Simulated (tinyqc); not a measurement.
Gas flow in a process chamber: flow regimes, conductance, effective pumping speed, pump-down, outgassing and purge. Changing the pipe diameter d. Computed by tinyqc, a small Python program. Command: `OMP_NUM_THREADS=1 python tinyqc.py 3121195 3121196 out.jsonl pump sweep`. One thread of a shared host (Intel(R) Xeon(R) Processor @ 2.30GHz), about 0.01 s of CPU time with the checks.

Ideal gas, isothermal flow, a pump of constant speed at the end of a round pipe; process gas, volume gas and outgassing are given the same properties. 1 sccm = 101325 Pa x 1e-6 m^3/60 s x T/273.15 K.

Inputs (values chosen for the exercise, modelled on oxygen near room temperature):
```
quantity,value,unit
molar mass M,32,g/mol
molecular diameter,0.36,nm
viscosity eta,20.6,micropascal s
temperature T,300,K
chamber volume V,33,L
wall area,4.1,m^2
pipe length l,310,cm
pump speed S,360,L/s
process gas flow,110,sccm
outgassing rate after 1 h,8.5e-07,Pa m^3/(s m^2)
outgassing exponent n,1.1,-
target base pressure,5e-06,Pa
```

Constants: k_B = 1.380649e-23 J/K; u = 1.6605390666e-27 kg.

Method:
- Mean speed c = sqrt(8 k_B T/(pi m)); aperture conductance C_a = c pi d^2/16; molecular pipe C_m = C_a/(1 + 3 l/(4 d)) (Dushman form); viscous pipe C_v = pi d^4 p_mean/(128 eta l); Knudsen interpolation C = C_v + C_m (1 + x)/(1 + 1.24 x), x = d p_mean sqrt(m/(k_B T))/eta.
- Effective speed 1/S_eff = 1/S + 1/C_m; time constant V/S_eff; pressure at which the free path k_B T/(sqrt2 pi d_m^2 p) equals d.
- Steady flow: the pump inlet is at p_2 = Q/S, and the chamber pressure p_1 solves Q = C((p_1 + p_2)/2) (p_1 - p_2). Residence time = p_1 V/Q.
- Knudsen number = free path at the mean pressure over d.
- From the outgassing limit: t = 1 h x (q_1 A/(S_eff p_target))^(1/n) - 10 s; monolayer time at the target = 1e19 m^-2 x 4 k_B T/(p c) for unit sticking.

One run for each value:
```
pipe diameter d (cm),S_eff in molecular flow (L/s),chamber pressure p_1 (Pa),time to the target (h),C_m (L/s)
1.6,1.5299e-01,122.49,2.1182e+03,1.5306e-01
2.5,5.8070e-01,49.13,6.3000e+02,5.8164e-01
3.8,2.0200e+00,20.67,2.0284e+02,2.0314e+00
5.8,7.0227e+00,8.54,6.5341e+01,7.1625e+00
8.9,2.3854e+01,3.49,2.1497e+01,2.5547e+01
14.0,7.6647e+01,1.46,7.4373e+00,9.7380e+01
21.0,1.6929e+02,0.83,3.6173e+00,3.1958e+02
32.0,2.7023e+02,0.63,2.3636e+00,1.0837e+03
```

Over the rows, S_eff in molecular flow (L/s) rises from 0.153 to 270 (exponent d ln y / d ln x 3.0 between the first rows and 1.1 between the last); chamber pressure p_1 (Pa) falls from 122 to 0.629 (exponent d ln y / d ln x -2.0 between the first rows and -0.65 between the last); time to the target (h) falls from 2120 to 2.36 (exponent d ln y / d ln x -2.7 between the first rows and -1.0 between the last). At the low end the exponent of S_eff in molecular flow is 2.99, close to 3: a long pipe in molecular flow.

Caution (rows 1.60, 2.50, 3.80, 5.80): S over the pipe area exceeds 0.3 of the mean molecular speed: the pipe end cannot pass this speed without choking, so p_2 = Q/S and the conductance formulas are only formal. Caution (rows 1.60, 2.50, 3.80): beyond some 100 h the power law gives way to slower sources such as permeation and bulk diffusion; baking is the usual remedy.
